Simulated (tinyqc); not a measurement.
MOSFET in saturation, small-signal circuit and noise: two steps of the calculation.

Bias by the inversion coefficient IC = I/Ispec (charge-based model with velocity saturation; weak inversion below 0.1, strong above 10). Common-source circuit: gm, gds, Cgs, Cgd and Cj at the inner nodes, Rg in series with the gate; quasi-static, no source or drain resistance, no gate-body capacitance, no substrate network, no induced gate noise, so fmax is an upper estimate.

Values chosen for this exercise: temperature T = 325 K; gate length L = 65 nm; total gate width W = 80 um; gate capacitance Cox = 1.63 uF/cm^2; mobility mu = 160 cm^2/(V s); slope factor n = 1.36; velocity-saturation length Ls = 20 nm; inversion coefficient IC = 2.8; short-channel excess of the noise factor gw = 0.03; oxide trap density Nt = 1.2e18 cm^-3 eV^-1; tunnelling length into the oxide lt = 0.1 nm; Coulomb scattering coefficient ac = 3000 V s/C; signal frequency f = 6 GHz.

Constants: q = 1.602176634e-19 C, kB = 1.380649e-23 J/K, Vt = kB T/q. Results are converted to the units shown.

Problem 1. Admittance matrix. Inner admittances at w = 2 pi f: y11 = i w (Cgs + Cgd), y12 = -i w Cgd, y21 = gm - i w Cgd, y22 = gds + i w (Cgd + Cd). Invert to Z, add Rg to Z11 and invert back to Y.

gm = 19.773450 mS
gds = 0.83048489 mS
Cgs = 74.330963 fF
Cgd = 36 fF
Cd = 40 fF
Rg = 1.7628205 ohm

Give: inner y; Y with Rg.

Solution 1.

inner y (mS):

|  | 1 | 2 |
|---|---|---|
| 1 | 0.00+4.16i | 0.00-1.36i |
| 2 | 19.77-1.36i | 0.83+2.87i |

Y with Rg (mS):

|  | 1 | 2 |
|---|---|---|
| 1 | 0.03+4.16i | -0.01-1.36i |
| 2 | 19.76-1.50i | 0.83+2.91i |

Problem 2. Noise at the gate. Channel noise Sid = 4 kB T gam n gm with gam = (1/2 + (2/3) qs)/(1 + qs) + gw lc IC, qs = [sqrt(1 + 4 IC) - 1]/2, lc = Ls/L (the last term an empirical rise with velocity saturation); at the gate, white noise Sw = Sid/gm^2 + 4 kB T Rg. Number fluctuation with correlated mobility: S(f) = K/f, K = q^2 Vt lt Nt/(W L Cox^2) (1 + ac mu Cox I/gm)^2, Vt in eV with Nt per eV. Corner fc = K/Sw. Full shot noise would be 2 q I.

I = 1917.4483 uA
gm = 19.773450 mS
Rg = 1.7628205 ohm

Find: gam; Sid; Sid/(2 q I); sqrt(Sw); K; fc.

Solution 2.

gam = 0.61832
Sid = 2.9844e-22 A^2/Hz
Sid/(2 q I) = 0.48573
sqrt(Sw) = 0.89160 nV/Hz^0.5
K = 7.2277e-11 V^2
fc = 90.921 MHz

The gate resistance gives 4.0 % of the white noise power.

Program tinyqc, `OMP_NUM_THREADS=1 python tinyqc.py 2150003 2150004 out.jsonl`; Intel Xeon 2.30GHz, shared host, one thread, about 0.01 s.
